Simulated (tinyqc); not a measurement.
From results back to parameters: coherent potential approximation for a binary alloy with a semi-elliptic band. Three cases, with inputs chosen for the exercise.

Problem. With levels eA = -x d and eB = (1 - x) d on a semi-elliptic band of half width W, the alloy density has second moment W^2/4 + x (1 - x) d^2 and third moment x (1 - x)(1 - 2x) d^3 about its centre (exact, and kept by the CPA). The moments below come from hidden x and d > 0.

Case 1.

Values chosen: W = 4.2 eV (half width of the pure band).
second moment = 4.848774 eV^2
third moment = 0.169542 eV^3

Case 2.

Values chosen: W = 4.7 eV (half width of the pure band).
second moment = 8.784136 eV^2
third moment = 15.708039 eV^3

Case 3.

Values chosen: W = 4.7 eV (half width of the pure band).
second moment = 5.794311 eV^2
third moment = 0.201792 eV^3

Find: d; x.

Solution. v = m2 - W^2/4 = x (1 - x) d^2 and u = m3/v = (1 - 2x) d; then d^2 = u^2 + 4v and x = (1 - u/d)/2.

Case 1.

d = 1.38 eV
x = 0.36

Case 2.

d = 6.02 eV
x = 0.10

Case 3.

d = 1.28 eV
x = 0.21

Computed by tinyqc, one run a case: `OMP_NUM_THREADS=1 python tinyqc.py N N+1 out.jsonl` with N = 1450751, 1450765, 1450793; one thread of a shared Intel(R) Xeon(R) Processor @ 2.30GHz, about 0.01 s a run at most.
